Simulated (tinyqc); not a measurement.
# Inputs raised by 2 %, one at a time

Model: correction of a charged-defect supercell by a model charge and potential alignment (plane-averaged potentials). Computed by tinyqc, a small Python program. Command: `OMP_NUM_THREADS=1 python tinyqc.py 3113008 3113009 out.jsonl align sens`. One thread of a shared host (Intel(R) Xeon(R) Processor @ 2.30GHz), about 0.02 s of CPU time with the checks.

The "true" defect charge is (1 - x) q in a Gaussian of width sigma plus x q in one of width sigma_t, so the exact answer is known; the correction sees only a single model Gaussian of width sigma_m. A Gaussian of width s has the transform rho(G) = exp(-G^2 s^2/2), normalised to 1. A uniform background cancels q, so G = 0 is left out. Potentials are those felt by a unit positive charge. E_0 is the formation energy of the isolated defect, E_cell its value in the supercell, E_lat = E_iso - E_per of the model charge, C the true less the model potential far from the defect; the exact correction is E_0 - E_cell, and the error of a scheme is E_cell plus its correction less E_0.

Inputs (values chosen for the exercise, with screening close to that of diamond): defect charge q = -3 e; dielectric constant eps = 5.51; edge of the cubic cell L = 17.1 angstrom; width sigma of the true defect charge = 1.4 angstrom; width sigma_m of the model charge = 1.1 angstrom; share x of the charge in a wide tail = 0.17; width sigma_t of the tail = 2.2 angstrom; formation energy of the isolated defect E_0 = 3.3 eV.

Constants: e^2/(4 pi eps_0) = 14.39964548 eV angstrom.

Method:
- Periodic energy E_per = (2 pi q^2/(eps L^3)) (e^2/(4 pi eps_0)) sum_(G != 0) rho(G)^2/G^2, G = (2 pi/L)(n1, n2, n3), |n_i| <= 16. Isolated energy: two Gaussians of charges q_a, q_b and widths a, b interact by q_a q_b (e^2/(4 pi eps_0 eps)) sqrt(2/pi)/sqrt(a^2 + b^2), and the self-energy is half the sum over pairs.
- Supercell value E_cell = E_0 + E_per - E_iso for the true charge.
- E_lat = E_iso - E_per for the model charge; point-charge value alpha q^2 e^2/(4 pi eps_0 eps 2 L) with alpha = 2.837297.
- Plane-averaged potential at distance z from the defect: V(z) = (4 pi q/(eps L^3)) (e^2/(4 pi eps_0 e)) sum_(m != 0) rho(G_m) cos(G_m z)/G_m^2, G_m = 2 pi m/L, |m| <= 40.
- C = difference at z = L/2; E_corr = E_cell + E_lat - q C. For charges that have died out at L/2, C = (2 pi q/(eps L^3)) (e^2/(4 pi eps_0 e)) (<s^2> - sigma_m^2), <s^2> = (1 - x) sigma^2 + x sigma_t^2.

Runs; columns: (1) input moved; (2) from; (3) to; (4) E_lat (eV); (5) alignment C (V); (6) error without alignment (meV); (7) error with the point-charge term alone (meV):
```
(1)                                                (2)     (3)     (4)        (5)     (6)     (7)
base run                                             -       -  1.9155  -0.012209  36.637  72.398
dielectric constant eps                           5.51  5.6202  1.8780  -0.011970  35.918  70.979
edge of the cubic cell L (angstrom)               17.1  17.442  1.8793  -0.011506  34.524  68.222
width sigma of the true defect charge (angstrom)   1.4   1.428  1.9155  -0.012857  38.579  74.341
width sigma_m of the model charge (angstrom)       1.1   1.122  1.9141  -0.011728  35.192  72.398
width sigma_t of the tail (angstrom)               2.2   2.244  1.9155  -0.012536  37.619  73.381
share x of the charge in a wide tail              0.17  0.1734  1.9155  -0.012306  36.926  72.688
```

Exponents ln(y'/y) / ln(x'/x):
```
input                                   E_lat  alignment C  error without alignment  error with the point-charge term alone
dielectric constant eps                -1.000       -1.000                   -1.000                                  -1.000
edge of the cubic cell L               -0.963       -2.997                   -3.000                                  -3.000
width sigma of the true defect charge   0.000        2.609                    2.609                                   1.337
width sigma_m of the model charge      -0.038       -2.032                   -2.032                                   0.000
width sigma_t of the tail               0.000        1.332                    1.336                                   0.681
share x of the charge in a wide tail    0.000        0.397                    0.397                                   0.201
```

To which inputs is each result most sensitive?

Among the inputs moved here: E_lat answers most in size to dielectric constant eps (exponent -1.000), next to edge of the cubic cell L (-0.963); its exponent is below 0.0005 for width sigma of the true defect charge, width sigma_t of the tail, share x of the charge in a wide tail. Alignment C answers most in size to edge of the cubic cell L (exponent -2.997), next to width sigma of the true defect charge (+2.609). Its exponent -2.997 in edge of the cubic cell L: a second moment over the volume. Error without alignment answers most in size to edge of the cubic cell L (exponent -3.000), next to width sigma of the true defect charge (+2.609). Error with the point-charge term alone answers most in size to edge of the cubic cell L (exponent -3.000), next to width sigma of the true defect charge (+1.337); its exponent is below 0.0005 for width sigma_m of the model charge. Its exponent -3.000 in edge of the cubic cell L: the next term after the point charge.
